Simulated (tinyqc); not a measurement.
## Input admittance of a MOSFET at zero drain bias: distributed channel and distributed gate: effect of the gate overdrive

Source and drain grounded, strong inversion, w = 2 pi f, Cox = eps0 eox/tox. The channel is an RC line of resistance 1/(mu Cox Vo) per square fed from both ends, so one finger has the intrinsic admittance y = i w Cox L tanh(g)/g per width, g = (1/2) sqrt(i w tau), tau = L^2/(mu Vo). The vertical resistance rv/L is in series with y, the overlaps 2 i w Cov in parallel: y_t = 1/(1/y + rv/L) + 2 i w Cov. The gate strip is a line of Rsh/L per length loaded by y_t, so a finger has Y = y_t Wf tanh(k)/k, k = (Wf/sd) sqrt(y_t Rsh/L); the device has Nf Y.

Low-frequency limits, with c = Cox L and ct = c + 2 Cov: R_strip = Rsh Wf/(3 sd^2 L Nf), R_ch = (c/ct)^2 L/(12 mu Cox Vo Wf Nf), R_vert = (c/ct)^2 rv/(L Wf Nf), C = ct Wf Nf. Z = 1/(Nf Y) = R + 1/(i w C), Q = |Im Z|/R, far-point signal |1/cosh k|.

Values chosen for this exercise; values of the order met in silicon radio-frequency transistors: relative permittivity of the gate insulator (close to hafnium oxide) eox = 21.4; insulator thickness tox = 24 nm; channel length L = 0.21 um; finger width Wf = 0.59 um; number of fingers Nf = 32; channel mobility mu = 310 cm^2/(V s); sheet resistance of the gate Rsh = 4.1 ohm/square; vertical resistivity of the gate stack rv = 3.2 ohm um^2; number of ends at which a finger is contacted sd = 2; overlap and fringe capacitance on each side Cov = 0.3 fF/um; frequency f = 31 GHz.

Constants: eps0 = 8.8541878128e-14 F/cm where lengths are in cm. Results are converted to the units shown.

Results:
```
Vo (V)   w tau      |k|  R (ohm)  low-frequency R (ohm)  C (fF)      Q  signal at the far point
0.2      1.385  0.02722    10.64                  10.67   42.43  11.37                    1.000
0.35    0.7917  0.02730    6.293                  6.299   42.56  19.17                    1.000
0.65    0.4263  0.02732    3.605                  3.607   42.61  33.42                    1.000
0.8     0.3464  0.02733    3.017                  3.018   42.62  39.93                    1.000
0.95    0.2917  0.02733    2.614                  2.615   42.62  46.08                    1.000
1.1     0.2519  0.02733    2.321                  2.321   42.62  51.89                    1.000
1.25    0.2217  0.02733    2.098                  2.099   42.62  57.40                    1.000
```

Estimate the missing row, Vo = 0.5 V.

Computed row:
```
Vo (V)   w tau      |k|  R (ohm)  low-frequency R (ohm)  C (fF)      Q  signal at the far point
0.5     0.5542  0.02731    4.547                  4.549   42.60  26.51                    1.000
```

With this row back in the table: As Vo goes from 0.2 to 1.25, R falls from 10.6 to 2.10 ohm, C stays near 42.6 fF and Q rises from 11.4 to 57.4. Only the channel term depends on Vo.

Program tinyqc, `OMP_NUM_THREADS=1 python tinyqc.py 2262201 2262202 out.jsonl`; Intel Xeon 2.30GHz, shared host, one thread, about 0.01 s.
